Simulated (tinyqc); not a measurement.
CMOS inverter, nodal equation and switching: two steps of the calculation.

An n-channel pull-down (bn, VTn) and a p-channel pull-up (bp, VTp) share the input Vin and the output node Vout, which carries the load C. Transistor (EKV form, voltages against the body): I = 2 n b Vt^2 [F(vp - Vs) - F(vp - Vd)] from drain to source, F(v) = ln^2(1 + exp(v/(2 Vt))), vp = (Vg - VT + sg |Vd - Vs|)/n. n-channel bodies are at 0; for the p-channel device all voltages are counted down from Vdd. b in uA/V^2 gives I in uA. Static: In = Ip. Transient: C dVout/dt = Ip - In. No velocity saturation, no gate capacitance beyond C.

Inputs (values chosen for the exercise):
- T = 300 K (temperature)
- Vdd = 0.5 V (supply voltage)
- n = 1.42 (slope factor)
- sg = 0.051 (drain-induced barrier lowering)
- VTn = 0.36 V (n-channel threshold)
- VTp = 0.32 V (p-channel threshold (magnitude))
- bn = 670 uA/V^2 (gain factor of the pull-down transistor)
- bp = 870 uA/V^2 (gain factor of the pull-up transistor)
- C = 4.8 fF (load capacitance)
- Vin = 0.15 V (input voltage)
- dt = 50 ps (time step)

Constants: q = 1.602176634e-19 C, kB = 1.380649e-23 J/K, Vt = kB T/q. Results are converted to the units shown.

Task 1. Transfer curve. For each Vin solve In = Ip; gain = dVout/dVin.

Vin, point 0 to 10 (V): 0  0.05  0.1  0.15  0.2  0.25  0.3  0.35  0.4  0.45  0.5

Find: Vout; supply current; gain.

Result 1.

```
point  Vout (V)  supply current (uA)     gain
0       0.50000            1.3885e-4   0.0000
1       0.49999            5.3663e-4  -0.0002
2       0.49997            0.0020540  -0.0012
3       0.49978            0.0077175  -0.0089
4       0.49817             0.027981  -0.0812
5       0.47830             0.093572  -1.3408
6       0.02364             0.095314  -1.4834
7       0.00200             0.028169  -0.0880
8       0.00025            0.0077057  -0.0099
9       0.00004            0.0020415  -0.0013
10      0.00001            5.3204e-4  -0.0002
```

The switching point Vin = Vout lies at 0.2743 V, with a gain of -19.5.

Task 2. One time step of the falling output. The input steps to Vdd at t = 0; I = In - Ip. Implicit Euler: V(new) = V - (dt/C) I(V(new)), solved for V(new); 1 ps uA/fF = 1 mV.

Vout after step 1 = 0.42933778 V

Find: I(V); I(V(new)); Vout after step 2.

Result 2.

I(V) = 6.7836 uA
I(V(new)) = 6.5361 uA
Vout after step 2 = 0.36125 V

Computed by the program tinyqc: `OMP_NUM_THREADS=1 python tinyqc.py 2340169 2340170 out.jsonl`, one thread of a shared Intel Xeon 2.30GHz, about 0.06 s for the whole run.
